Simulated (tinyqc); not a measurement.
FCI on RHF in the 6-31g basis, for H-, spin multiplicity 1, step by step. The basis has no diffuse functions, so it cannot describe the extra electron: this is an exercise in the method, not the real anion. Computed by tinyqc, a small Python program that keeps every step (integrals from PySCF). Settings: charge = -1, multiplicity = 1, basis = 6-31g, method = RHF, energy threshold = 1e-10, iteration cap = 63, orthogonalisation = symmetric, start = atomic densities, DIIS depth = 6, ci = FCI, davidson = 1. Command: `OMP_NUM_THREADS=1 python tinyqc.py 30589 30590 out.jsonl` (the two numbers bound the seeds that draw the settings). One thread of a shared host (Intel(R) Xeon(R) Processor @ 2.60GHz), about 0.1 s of CPU time with the checks. The early iterations of the SCF are left out here.

## One-electron integrals

Geometry (angstrom):
```
atom         x         y         z
H     0.000000  0.000000  0.000000
```

Basis 6-31g: exponents (1/bohr^2) and contraction coefficients of normalised primitives:
```
element  l (shell)   exponent  coefficient
H            s (1)  18.731137     0.033495
H            s (1)   2.825394     0.234727
H            s (1)   0.640122     0.813757
H            s (2)   0.161278     1.000000
```

Overlap, kinetic and nuclear-attraction integrals over the contracted functions; the nuclear repulsion is the sum of Za Zb / Rab.

nuclear repulsion = 0 hartree

overlap S, order 1H 1s, 1H 2s:
$$\begin{pmatrix}
1.000000 & 0.658292 \\
0.658292 & 1.000000
\end{pmatrix}$$

kinetic energy T (hartree), order 1H 1s, 1H 2s:
$$\begin{pmatrix}
1.395678 & 0.259735 \\
0.259735 & 0.241917
\end{pmatrix}$$

nuclear attraction V (hartree), order 1H 1s, 1H 2s:
$$\begin{pmatrix}
-1.653231 & -0.742311 \\
-0.742311 & -0.640851
\end{pmatrix}$$

core Hamiltonian H = T + V (hartree), order 1H 1s, 1H 2s:
$$\begin{pmatrix}
-0.257552 & -0.482576 \\
-0.482576 & -0.398935
\end{pmatrix}$$

## Two-electron integrals

Functions are numbered as in S; the eight-fold symmetry (ij|kl) = (ji|kl) = (kl|ij) leaves the list below.

Two-electron integrals (ij|kl) in chemists' order, unique and non-zero (hartree):
```
(11|11) 1.076566   (21|11) 0.578470   (21|21) 0.329423   (22|11) 0.587396
(22|21) 0.361304   (22|22) 0.453150
```

## Orthogonalisation

S = U s U^T; symmetric (Loewdin) form X = U s^(-1/2) U^T, so that X^T S X = 1.

eigenvalues of S: [0.341708, 1.658292]

X, order 1H 1s, 1H 2s:
$$\begin{pmatrix}
1.243622 & -0.467072 \\
-0.467072 & 1.243622
\end{pmatrix}$$

## Iteration 9 (converged): orbitals

converged F (hartree), order 1H 1s, 1H 2s:
$$\begin{pmatrix}
0.609643 & -0.123666 \\
-0.123666 & 0.101393
\end{pmatrix}$$

Diagonalise F' = X^T F X, C = X C', fill 1 alpha and 1 beta electrons from the bottom; D = 2 C_occ C_occ^T. Each column has its largest component positive (the first on a tie).

F' = X^T F X (hartree):
$$\begin{pmatrix}
1.108658 & -0.631254 \\
-0.631254 & 0.433477
\end{pmatrix}$$

orbital energies (hartree): MO1 0.055212, MO2 1.486923

coefficients C, order 1H 1s, 1H 2s:
$$\begin{pmatrix}
0.238585 & 1.306840 \\
0.826681 & -1.039880
\end{pmatrix}$$

D after iteration 9, order 1H 1s, 1H 2s:
$$\begin{pmatrix}
0.113846 & 0.394468 \\
0.394468 & 1.366804
\end{pmatrix}$$

## Convergence

Stop when the energy changes by less than 1e-10 hartree and every element of the error matrix X^T (F D S - S D F) X is below 3e-06.

Course of the cycle:
```
iteration  E (hartree)     change  largest element of the error matrix
1          -0.29959326          -                             5.53e-01
2          -0.42103847  -1.21e-01                             5.94e-02
3          -0.42244136  -1.40e-03                             1.19e-03
4          -0.42244181  -4.51e-07                             5.40e-04
5          -0.42244188  -6.77e-08                             3.50e-04
6          -0.42244190  -2.22e-08                             2.60e-04
7          -0.42244191  -9.93e-09                             2.07e-04
8          -0.42244193  -1.71e-08                             1.24e-06
9          -0.42244193  -6.17e-13                             9.07e-09
```

PySCF RHF in the same basis = -0.42244193 hartree

Converged in 9 iterations.

## Integrals over molecular orbitals

(pq|rs) = sum C_ip C_jq C_kr C_ls (ij|kl), one index at a time.

one-electron integrals over orbitals h = C^T H C (hartree):
$$\begin{pmatrix}
-0.477654 & -0.138978 \\
-0.138978 & 0.440356
\end{pmatrix}$$

Two-electron integrals over orbitals (pq|rs), unique and non-zero (hartree):
```
(11|11) 0.532867   (21|11) 0.138978   (21|21) 0.136050   (22|11) 0.591309
(22|21) 0.243852   (22|22) 0.778941
```

## FCI: determinants and Hamiltonian

Hartree-Fock energy = -0.42244193 hartree

Slater-Condon rules over spin orbitals, with the nuclear repulsion added and E(HF) subtracted on the diagonal.

Occupation strings over the orbitals (2 doubly, a alpha, b beta, 0 empty; spin orbitals ordered 1a 1b 2a 2b ...): 20 ab ba 02

H - E(HF) between determinants (hartree), order 20, ab, ba, 02:
$$\begin{pmatrix}
0.000000 & 0.000000 & 0.000000 & 0.136050 \\
0.000000 & 0.976452 & -0.136050 & 0.104874 \\
0.000000 & -0.136050 & 0.976452 & -0.104874 \\
0.136050 & 0.104874 & -0.104874 & 2.082095
\end{pmatrix}$$

## FCI: roots

Diagonalise (each vector has its largest component positive (the first on a tie)); all determinants have Ms = 0, so triplets appear too. The lowest singlet root is the correlation energy.

lowest roots of this matrix, relative to E(HF) (hartree): [-0.008936, 0.840402, 1.090688, 2.112845]

lowest vectors, order 20, ab, ba, 02:
$$\begin{pmatrix}
0.997813 & 0.000000 & -0.018148 & 0.063567 \\
0.006129 & 0.707107 & 0.699465 & 0.103495 \\
-0.006129 & 0.707107 & -0.699465 & -0.103495 \\
-0.065536 & 0.000000 & -0.145492 & 0.987186
\end{pmatrix}$$

<S^2> of these roots: [0.000000, 2.000000, 0.000000, 0.000000]

weight of the ground state by excitation level 0, 1, 2, ...: [0.995630, 0.000075, 0.004295]
